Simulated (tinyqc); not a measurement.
Worked calculation: gated graphene: carriers, quantum capacitance and optical conductivity. Values are carried at full precision from step to step, so a last printed digit may differ when a step is redone from the rounded ones.

Cones E = +/- hv |k|, four flavours, D(E) = 2|E|/(pi hv^2). n = (2/pi)(kT/hv)^2 F_1(mu/kT), p = (2/pi)(kT/hv)^2 F_1(-mu/kT), in 1/angstrom^2 (1e16 for 1/cm^2); F_1(eta) = integral_0^infinity x dx/(1 + exp(x - eta)). Cq/e^2 = d(n - p)/d mu = (2 kT/(pi hv^2)) ln(2 + 2 cosh(mu/kT)).

Gate: V = mu/e + e (n - p)/Cox with Cox/e^2 = k/(4 pi e2 t), t in angstrom, e2 = e^2/(4 pi eps0); 1/(eV angstrom^2) in C/e^2 equals 1602.176634 microfarad/cm^2; total 1/C = 1/Cox + 1/Cq.

Constants: kB = 8.617333262e-05 eV/K; e^2/(4 pi eps0) = 14.39964547 eV angstrom; fine-structure constant alpha = 0.007297352564.

Inputs chosen for the exercise (Fermi velocity near that of graphene, gate dielectric near SiO2; not measured data): hv = 6.82 eV angstrom (hbar vF); T = 300 K; k = 3.8 (dielectric constant of the gate layer); t = 30 nm (its thickness); V = -18.07 V (gate voltage from the neutrality point); E = 1.019 eV (photon energy); Gm = 2 meV (intraband damping).

## Chemical potential at the gate voltage

Solve the gate equation for mu.

Cox = 0.1122 microfarad/cm^2
mu = -0.4223 eV
n = 7.37e+03 1/cm^2
p = 1.24e+13 1/cm^2

mu takes 2.3 % of the gate voltage; the zero-temperature rule |mu| = hv sqrt(pi |n - p|) gives 0.4249 eV.

## Quantum capacitance

1/(eV angstrom^2) in C/e^2 equals 1602.176634 microfarad/cm^2; 1/C = 1/Cox + 1/Cq.

Cq = 9.260 microfarad/cm^2
C = 0.1108 microfarad/cm^2
Cq at mu = 0 = 0.7859 microfarad/cm^2

C is 0.988 of Cox.

## Optical conductivity at one energy

Conductivity over sigma0 = e^2/(4 hbar): interband Re = sinh(E/2kT)/(cosh(mu/kT) + cosh(E/2kT)); intraband Re = (8 kT/pi) ln(2 cosh(mu/2kT)) Gm/(E^2 + Gm^2). A free sheet absorbs about pi alpha_f Re(sigma/sigma0), alpha_f the fine-structure constant (alpha among the constants).

Evaluate both parts and the absorption.

interband = 0.9669
intraband = 0.0010
absorption = 2.219 %

E is above 2|mu| = 0.8445 eV; at this temperature interband transitions are mostly open; the universal value is pi alpha_f = 2.293 %.

## Checks

- Cq/e^2 against the finite difference of n - p (1/(eV angstrom^2)): both 0.005780.

(tinyqc, `OMP_NUM_THREADS=1 python tinyqc.py 1682058 1682059 out.jsonl`, Intel(R) Xeon(R) Processor @ 2.30GHz, 1 thread, shared host, about 0.01 s.)
